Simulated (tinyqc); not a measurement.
X-ray reflectivity of a thin film on silicon: critical angles, Parratt recursion, fringes and roughness: one step, computed by the program tinyqc.

n = 1 - delta + i beta; the classical electron radius is r_e = 2.8179403e-6 nm. Layer 0 is vacuum, 1 the film, 2 the substrate.

Problem. Fringe period, contrast and decay. Far above the critical angle the period is d theta = lambda/(2 d), or 2 pi/d in q; the envelope runs between (|r_01| - |r_12 p|)^2 and (|r_01| + |r_12 p|)^2; contrast = 2 a b/(a^2 + b^2) with a = |r_01|, b = |r_12 p|; roughness factors on the amplitudes are about exp(-q^2 sigma^2/2).

Inputs (values chosen for the exercise, modelled on SiO2 on silicon, copper K-alpha radiation):
```
quantity                              value  unit
wavelength lambda                   0.15406    nm
film thickness d                       32.2    nm
roughness of the surface sigma_1       0.79    nm
roughness of the interface sigma_2     0.31    nm
```

1000 r_01 = 1.826849-0.024379i

1000 r_12 = 0.5098144-0.0627849i

p = 0.9359327-0.3232257i

q = 4 pi sin(theta)/lambda = 1.964420 1/nm

Give: period in theta; period in q; contrast; roughness factor, surface; roughness factor, interface.

Solution.

period in theta = 0.1371 degrees

period in q = 0.1951 1/nm

contrast = 0.5167

roughness factor, surface = 0.2999

roughness factor, interface = 0.8308
